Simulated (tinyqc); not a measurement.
# Strain, valley repopulation and piezoresistance in a many-valley conduction band, step by step

A worked calculation. Computed by tinyqc, a small Python program that keeps every step. Command: `OMP_NUM_THREADS=1 python tinyqc.py 3022774 3022775 out.jsonl valleys walk`. One thread of a shared host (Intel(R) Xeon(R) Processor @ 2.30GHz), about 0.02 s of CPU time with the checks. Intermediate numbers are printed to about 6 digits and carried at full precision; extremes and crossings named in words are read from the listed rows.

Valleys are ellipsoids with mass m_l along the axis a and m_t across it, parabolic, with one constant relaxation time; strain shifts the valleys and leaves the masses alone. Currents are taken along [100], in the plane, and along [001], across the plane.

Inputs (values chosen for the exercise, for a model crystal):
```
quantity                               value    unit
longitudinal mass m_l                   1.01     m_0
transverse mass m_t                    0.201     m_0
shear deformation potential Xi_u         8.9      eV
dilation deformation potential Xi_d      1.1      eV
C11                                      154     GPa
C12                                     68.5     GPa
C44                                     77.4     GPa
stress X (tension positive)             -480     MPa
electron density n                   8.5e+16  1/cm^3
relaxation time tau                       84      fs
temperature T                            400       K
```

Valley axes: <100> (6 valleys in 3 pairs). Load: biaxial in the (001) plane.

Constants: k_B = 8.617333262e-05 eV/K; m_0 = 9.1093837015e-31 kg; k_B = 1.380649e-23 J/K; hbar = 1.054571817e-34 J s; e = 1.602176634e-19 C.

## Strain

Compliances S11 = (C11 + C12)/((C11 - C12)(C11 + 2 C12)), S12 = -C12/((C11 - C12)(C11 + 2 C12)), S44 = 1/C44; stress sigma_xx = sigma_yy = X, all else 0; e_xx = S11 sigma_xx + S12 (sigma_yy + sigma_zz), e_xy = S44 sigma_xy/2 (tensor strain).

strain tensor (%):
```
           x          y         z
x  -0.297100   0.000000  0.000000
y   0.000000  -0.297100  0.000000
z   0.000000   0.000000  0.264303
```

## Valley shifts

Herring-Vogt shift of a valley with unit axis a: dE = Xi_d tr(e) + Xi_u a.e.a.

shifts dE (meV): x -30.0708, y -30.0708, z 19.8941

splitting (highest minus lowest) = 49.9649 meV

Lowest: x, y; the splitting is 1.45 k_B T.

## Populations

Each of the 6 valleys holds n_v = N_v (2/sqrt(pi)) F_1/2((E_F - dE_v)/(k_B T)), N_v = 2 (m_d k_B T/(2 pi hbar^2))^(3/2), m_d = (m_l m_t^2)^(1/3); E_F solves sum n_v = n and is counted from the unstrained edge. F_j(eta) = int_0^infinity x^j/(1 + exp(x - eta)) dx, without a gamma-function factor. It is evaluated after integrating by parts. Integrals over x = E/(k_B T) use 160 Gauss-Legendre points in u = sqrt(x) from 0 to sqrt(max(eta, 0) + 32).

Fermi level E_F = -237.446 meV

share of the electrons (per pair): x 0.447461, y 0.447461, z 0.105078

## Mobility tensor and resistance change

Mobility tensor mu = e tau sum_v (n_v/n) [1/m_t + (1/m_l - 1/m_t) a a^T]; unstrained mu_0 = e tau (1/m_l + 2/m_t)/3; resistivity along d from the inverse tensor, rho_d = d.mu^-1.d/(n e), mobility along d = 1/(d.mu^-1.d); gauge pi_d = (rho_d/rho_0 - 1)/X.

mobility tensor (cm^2/(V s)):
```
         x        y        z
x  471.586    0.000    0.000
y    0.000  471.586    0.000
z    0.000    0.000  673.165
```

unstrained mobility mu_0 = 538.779 cm^2/(V s)

mobility along the first direction = 471.586 cm^2/(V s)

mobility along the second direction = 673.165 cm^2/(V s)

resistance change along the first direction = 14.2483 %

resistance change along the second direction = -19.9633 %

The mobility lies between e tau/m_l = 146 and e tau/m_t = 735; the trace stays at 3 mu_0. Along the first direction the filled valleys present more of their heavy mass.

## Linear piezoresistance coefficients

With eta_0 the reduced Fermi level without strain, r = F_-1/2(eta_0)/(2 F_1/2(eta_0)) (1 for a classical gas) and c = r (Xi_u/k_B T) (m_l - m_t)/(2 m_l + m_t): pi11 = -(2/3) c (S11 - S12), pi12 = -pi11/2, pi44 = 0, with S11 - S12 = 1/(C11 - C12).

eta_0 = -6.31090

degeneracy factor r = 0.999359

pi11 = -73.2860 1e-11/Pa

pi12 = 36.6430 1e-11/Pa

pi44 = 0 1e-11/Pa

The gas is classical, so the coefficients follow 1/T.

## Full result against the linear law

Linear theory: pi = pi11 + pi12 in the plane and 2 pi12 across it.

Resistance changes (%); at 2000 MPa the strain is near or above 1 %, where band warping, left out here, matters:
```
X (MPa)  splitting (meV)  largest share  first direction    linear  second direction    linear
-2000            208.187       0.499405          22.1709   73.2860           -26.630  -146.572
-1000            104.094       0.488079          20.3511   36.6430           -25.273   -73.286
-400              41.637       0.434975          12.4947   14.6572           -18.176   -29.314
-150              15.614       0.379377           5.2980    5.4965            -9.143   -10.993
-50                5.205       0.349658           1.8163    1.8322            -3.445    -3.664
50                 5.205       0.367664          -1.8412   -1.8322             3.898     3.664
150               15.614       0.440170          -5.5153   -5.4965            13.218    10.993
400               41.637       0.625735         -13.7754  -14.6572            46.956    29.314
1000             104.094       0.910932         -23.9882  -36.6430           171.129    73.286
2000             208.187       0.995249         -26.5599  -73.2860           261.415   146.572
```

Along the first direction the linear law holds within 10 % for 5 of the 10 stresses, at -150, -50.0, 50.0, 150, 400 MPa. At the largest compression the full change is +22.2 % against the linear +73.3 %, at the largest tension -26.6 % against -73.3 %: once the splitting is comparable with k_B T (or E_F) the populations no longer follow it linearly, and the change must saturate when the upper valleys are empty.

Checks made by the program: trace of the tensor against 3 mu_0 (relative difference below 1e-10); linear coefficients against the full calculation at 0.01 MPa (relative difference 9e-06).
